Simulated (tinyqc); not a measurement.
Spherical quantum dot: one step. Charging energy.

Constants: e^2/(4 pi eps0) = 14.39964547 eV angstrom.

Parameters, chosen for this exercise (out of a larger set: near those of a non-polar GaN dot in AlN; not measured data): R = 26 angstrom (radius); eps = 9.6 (dielectric constant inside); eps_o = 3.3 (dielectric constant beyond a thin barrier shell (oxide or ligands)).

Hard walls:
```
state,degeneracy,x,E (eV)
1s,1,3.141593,0.280938
1p,3,4.493409,0.574729
1d,5,5.763459,0.945535
2s,1,6.283185,1.123753
1f,7,6.987932,1.389979
2p,3,7.725252,1.698777
```

Question. Two electrons in the hard-wall 1s state repel by U = 1.786 q/(eps R) + q (1/eps_o - 1/eps)/R, the second term from the polarisation of the surface; q = e^2/(4 pi eps0). The addition energies are U for the second electron and U + E(1p) - E(1s) for the third, with U taken as constant and hard-wall levels.

Give: direct term; polarisation term; addition energies.

Answer.

direct term = 103.0 meV
polarisation term = 110.1 meV

addition energies (meV): 213.2  507.0

(tinyqc, `OMP_NUM_THREADS=1 python tinyqc.py 1280836 1280837 out.jsonl`, Intel(R) Xeon(R) Processor @ 2.30GHz, 1 thread, shared host, about 0.02 s.)
